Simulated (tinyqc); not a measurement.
Schottky barrier with interface states (Cowley-Sze model), image lowering and contact resistance. Changing the optical dielectric constant eps_opt. Computed by tinyqc, a small Python program. Command: `OMP_NUM_THREADS=1 python tinyqc.py 3000951 3000952 out.jsonl pinning sweep`. One thread of a shared host (Intel(R) Xeon(R) Processor @ 2.30GHz), about 0.02 s of CPU time with the checks.

An n-type semiconductor under a metal. The barrier lies between the Schottky-Mott limit phi_M - chi and the Bardeen limit E_g - E_n, E_n being the neutrality level of the interface states; the space-charge term of the full Cowley-Sze expression is left out.

Inputs (values chosen for the exercise, with gap, mass and screening modelled on ZnSe):
```
quantity                                       value   unit
gap E_g                                         2.76     eV
electron affinity chi                           3.98     eV
metal work function phi_M                       4.41     eV
neutrality level E_n above the valence band     1.48     eV
dielectric constant eps_s                       9.05      -
electron mass m_e                              0.145    m_0
valleys M_c                                        1      -
donor density N                              4.3e+16  cm^-3
temperature T                                    300      K
reverse bias V_r                                 4.1      V
```

Pinning factor from: Moench relation.

Constants: k_B = 8.617333262e-05 eV/K; m_0 = 9.1093837015e-31 kg; k_B = 1.380649e-23 J/K; h = 6.62607015e-34 J s; eps_0 = 8.8541878128e-12 F/m; e = 1.602176634e-19 C.

Method:
- S = 1/(1 + 0.1 (eps_opt - 1)^2), an empirical relation for metal-induced gap states.
- phi_B = S (phi_M - chi) + (1 - S)(E_g - E_n); the hole barrier is E_g - phi_B.
- N_c = 2 M_c (2 pi m_e k_B T/h^2)^(3/2); xi = E_c - E_F solves N = N_c F_1/2(-xi/k_B T) (bisection; full ionisation).
- F_1/2(eta) = (2/sqrt(pi)) int_0^infinity sqrt(x)/(1 + exp(x - eta)) dx, by the trapezoid rule in t = sqrt(x) with step 0.02 up to t = 12 (for eta < -12 by exp(eta) - exp(2 eta)/2^(3/2)).
- V_bi = phi_B - xi; W = sqrt(2 eps_s eps_0 (V_bi + V_r - k_B T/e)/(e N)); field at the metal E_m = e N W/(eps_s eps_0); image lowering sqrt(e E_m/(4 pi eps_s eps_0)).
- A* = 4 pi e m_e M_c k_B^2/h^3 (a simple valley count); J_s = A* T^2 exp(-phi/k_B T).
- J_0 uses phi_B; the reverse current uses phi_B less the image lowering, times 1 - exp(-V_r/k_B T).

One run for each value:
```
optical dielectric constant eps_opt  pinning factor S  barrier phi_B (eV)  J_0 (A/cm^2)
2.0                                           0.90909              0.5073    4.7164e-03
2.7                                           0.77580              0.6206    5.8916e-05
3.6                                           0.59666              0.7728    1.6303e-07
4.9                                           0.39667              0.9428    2.2727e-10
6.6                                           0.24178              1.0745    1.3958e-12
8.8                                           0.14116              1.1600    5.1061e-14
12.0                                          0.07634              1.2151    6.0589e-15
16.0                                          0.04255              1.2438    1.9953e-15
```

Over the rows, pinning factor S falls from 0.909 to 0.0426 (exponent d ln y / d ln x -0.53 between the first rows and -2.0 between the last); barrier phi_B (eV) rises from 0.507 to 1.24 (exponent d ln y / d ln x 0.67 between the first rows and 0.081 between the last); J_0 (A/cm^2) falls from 0.00472 to 2.00e-15 (exponent d ln y / d ln x -15 between the first rows and -3.9 between the last). In this relation a more polarisable host pins more strongly; the gap and E_n are held here, though in real series they change with eps_opt.
